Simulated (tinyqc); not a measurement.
Inside a calculation: two-band k.p model of the Delta valleys near the X point under shear strain. Values are carried at full precision from step to step, so a last printed digit may differ when a step is redone from the rounded ones.

Constants: hbar^2/2m0 = 3.80998211 eV angstrom^2.

Inputs chosen for the exercise (near those of Si; not measured data):
```
symbol  value                 unit        meaning
a       5.438                 angstrom    lattice constant
ml      0.9                   m0          longitudinal mass
mt      0.201                 m0          transverse mass
kx0     0.145                 2 pi/a      distance of the minimum from X
D       15                    eV          shear deformation potential
Mp      0.228                 m0          coupling mass
exy     -0.0052                           shear strain
k       (0.027, 0.001, 0.25)  1/angstrom  wave vector from X
```

## Scales

k0 = kx0 2 pi/a; Delta = 2 c k0^2/ml with c = hbar^2/2m0, half the splitting of the two bands at k0; eta = D exy/Delta measures the shear coupling against it.

k0 = 0.16754 1/angstrom
Delta = 0.23764 eV
eta = -0.3282
splitting of the two bands at X, 2 |D exy| = 0.1560 eV

## The Hamiltonian at one k

Valley pair on the [001] axis, kz counted from the X point, c = hbar^2/2m0, k0 = kx0 2 pi/a. H = (c kz^2/ml + c (kx^2 + ky^2)/mt + c k0^2/ml) 1 + (2 c k0 kz/ml) sigma_z + (D exy - 2 c kx ky/Mp) sigma_x, so E = c kz^2/ml + c (kx^2 + ky^2)/mt + c k0^2/ml -/+ sqrt((2 c k0 kz/ml)^2 + (D exy - 2 c kx ky/Mp)^2). Without strain the lower band has its minima, E = 0, at kz = +/- k0. Shifts from diagonal strain are left out.

Fill in the 2 x 2 matrix (sigma_z diagonal) and give its levels.

H(k) (eV):
```
[[0.7519, -0.0789],
 [-0.0789, 0.0426]]
```

levels (eV): [0.0340, 0.7605]

## Position, depth and masses of the minimum

For |eta| < 1: k_min = k0 sqrt(1 - eta^2), E_min = -Delta eta^2/2, ml(eta) = ml/(1 - eta^2), 1/m[110] = 1/mt + eta/Mp, 1/m[1-10] = 1/mt - eta/Mp. For |eta| > 1 the minimum sits at X: E_min = -Delta (2 |eta| - 1)/2, ml(eta) = ml/(1 - 1/|eta|), and eta is replaced by its sign in the transverse masses.

k_min = 0.1583 1/angstrom
E_min = -12.80 meV
ml(eta) = 1.009 m0

masses along [110] and [1-10] (m0): [0.2828, 0.1559]

The minimum has moved 5.5 % of the way to X; electrons are lighter along [1-10] (-22.4 % against mt) and heavier across (+40.7 %).

## The two bands along kz

kx = ky = 0, kz from 0 to 1.6 k0 in steps of 0.2 k0, with and without the strain.

Levels (eV):
```
kz/k0  kz (1/angstrom)    lower   upper  lower, no strain  upper, no strain
0.0             0.0000   0.0408  0.1968            0.1188            0.1188
0.2             0.0335   0.0322  0.2149            0.0760            0.1711
0.4             0.0670   0.0149  0.2608            0.0428            0.2329
0.6             0.1005  -0.0009  0.3241            0.0190            0.3042
0.8             0.1340  -0.0106  0.4004            0.0048            0.3850
1.0             0.1675  -0.0125  0.4878            0.0000            0.4753
1.2             0.2010  -0.0057  0.5856            0.0048            0.5751
1.4             0.2346   0.0100  0.6934            0.0190            0.6844
1.6             0.2681   0.0349  0.8112            0.0428            0.8032
```

## Checks

- Depth of the minimum by numerical search against the closed form (eV): both -0.012801.
- Mass along [110] by finite differences against the closed form: both 0.2828.

Computed by tinyqc, a small Python program: `OMP_NUM_THREADS=1 python tinyqc.py 1051103 1051104 out.jsonl` (the numbers bound the seed that draws the inputs); one thread of a shared host (Intel(R) Xeon(R) Processor @ 2.30GHz), about 0.01 s for the whole set of steps.
